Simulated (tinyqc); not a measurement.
Surface photovoltage measurement of the minority-carrier diffusion length in a wafer: one step, computed by the program tinyqc. Command: `OMP_NUM_THREADS=1 python tinyqc.py 3130275 3130276 out.jsonl spv walk`. One thread of a shared host (Intel(R) Xeon(R) Processor @ 2.30GHz), about 0.01 s of CPU time with the checks.

Low injection, steady light, a depletion layer much thinner than 1/alpha and L. The excess density dn is taken at the front edge of the neutral region; light that reaches the back is lost.

Question. The linear plot. alpha = (84.732/lambda - 76.417)^2 per cm with lambda in micrometre (an empirical fit for silicon between 0.7 and 1.05 micrometre). Thick wafer: dn = Phi L/((S_f + D/L)(L + 1/alpha)). Finite wafer, with s = S_b L/D, w = W/L, a = alpha L: dn = [Phi a/(a^2 - 1)] [a - B - exp(-alpha W)(a - s)/(cosh w + s sinh w)]/(S_f + B D/L), B = (sinh w + s cosh w)/(cosh w + s sinh w). Readings y = (Phi/dn) (1 + noise x g) at 780, 830, 880, 920, 950, 975 and 995 nm; a least-squares line y = c (1/alpha + L_app) gives L_app = intercept/slope.

Inputs (values chosen for the exercise, modelled on p-type silicon at room temperature):
```
quantity                            value        unit
diffusion length L                     60  micrometre
wafer thickness W                     625  micrometre
diffusivity D                        31.8      cm^2/s
front recombination velocity S_f      470        cm/s
back recombination velocity S_b       330        cm/s
photon flux entering              2.3e+13  1/(cm^2 s)
relative noise of each reading          0           %
```

normal deviates g for the noise: 2.68  0.39  0.42  1.59  -1.18  -1.14  -1.39

Give: the table «Readings» with the columns 1/alpha (micrometre), y (cm/s), line (cm/s), for lambda (nm) = 780, 830, 880, 920, 950, 975, 995; slope; apparent length L_app; error of L_app (rounded to 0.001).

Answer.

Readings:
```
lambda (nm)  1/alpha (micrometre)  y (cm/s)  line (cm/s)
780                           9.6      6697         6697
830                          15.2      7229         7229
880                          25.3      8206         8206
920                          40.7      9680         9680
950                          61.3     11663        11663
975                          90.9     14513        14513
995                         130.9     18357        18357
```

slope = 96.17 cm/(s micrometre)

apparent length L_app = 60.00 micrometre

error of L_app (rounded to 0.001) = 0 %

At W/L = 10.4 the finite thickness shifts L_app by less than 0.05 %. S_f scales all readings alike and leaves L_app unchanged.
